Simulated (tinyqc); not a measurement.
Conductivity against oxygen pressure: defect equilibria of an oxide against oxygen pressure (mass action). Computed by tinyqc, a small Python program. Command: `OMP_NUM_THREADS=1 python tinyqc.py 3014046 3014047 out.jsonl brouwer walk`. One thread of a shared host (Intel(R) Xeon(R) Processor @ 2.30GHz), about 0.01 s of CPU time with the checks.

Defects: oxygen vacancies V (charge +2), electrons n, holes p, the ionic partner X = V_M'''' (charge -4), and the dopant. Activities are taken equal to concentrations.

Inputs (values chosen for the exercise, for a model oxide):

| quantity | value | unit |
|---|---|---|
| reduction enthalpy H_r | 5.38 | eV |
| prefactor K_r0 | 1.9e+67 | cm^-9 atm^(1/2) |
| gap E_g | 3.59 | eV |
| prefactor N_c N_v | 2.7e+41 | cm^-6 |
| disorder enthalpy H_s | 6.06 | eV |
| prefactor K_s0 | 2.4e+67 | cm^-9 |
| dopant density N_d | 4.1e+20 | cm^-3 |
| temperature T | 1200 | K |
| electron mobility mu_n | 0.52 | cm^2/(V s) |
| hole mobility mu_p | 0.53 | cm^2/(V s) |
| vacancy diffusion prefactor D_0 | 0.001 | cm^2/s |
| vacancy migration energy E_m | 0.61 | eV |

Ionic disorder: Schottky, oxide MO2. Dopant (singly charged, fully ionised): donor.

Constants: k_B = 8.617333262e-05 eV/K; e = 1.602176634e-19 C.

Method:
- K_r = K_r0 exp(-H_r/k_B T) = [V] n^2 P^(1/2); K_i = N_c N_v exp(-E_g/k_B T) = n p; K_s = K_s0 exp(-H_s/k_B T) = [X] [V]^2.
- Neutrality: 2 [V] + p + N_d = n + 4 [X]. With n as the unknown, [V] = K_r/(n^2 P^(1/2)), p = K_i/n, [X] = K_s/[V]^2; the log ratio is ln(positive/negative).
- The root is found by 60 bisections in ln n between n = 1e-10 and 1e25 cm^-3.
- sigma_n = e n mu_n, sigma_p = e p mu_p, sigma_ion = 2 e [V] mu_V with mu_V = 2 e D/(k_B T) and D = D_0 exp(-E_m/k_B T); only the oxygen vacancies carry ionic current, and the ionic transport number is sigma_ion over the total.

K_r = 4.82779e+44 cm^-9 atm^(1/2)

K_i = 2.25958e+26 cm^-6

K_s = 8.49829e+41 cm^-9

Log10 of the conductivities in S/cm:

| log10 P (atm) | n-type | p-type | ionic | total | ionic transport number |
|---|---|---|---|---|---|
| -28 | 1.5341 | -13.330 | -5.313 | 1.5341 | 1.4230e-07 |
| -24 | 1.5335 | -13.330 | -7.312 | 1.5335 | 1.4289e-09 |
| -20 | 1.5335 | -13.330 | -9.311 | 1.5335 | 1.4290e-11 |
| -16 | 1.5001 | -13.296 | -11.245 | 1.5001 | 1.7992e-13 |
| -12 | 0.7628 | -12.559 | -11.770 | 0.7628 | 2.9323e-13 |
| -8 | -0.2190 | -11.577 | -11.806 | -0.2190 | 2.5853e-12 |
| -4 | -1.2173 | -10.579 | -11.810 | -1.2173 | 2.5543e-11 |
| 0 | -2.2171 | -9.579 | -11.810 | -2.2171 | 2.5513e-10 |

What follows from these numbers?

The ionic transport number stays at or below about 1.4e-7: no electrolytic window. The total has no minimum inside this range.

Extremes, crossings and ranges named in words are read from the listed rows.
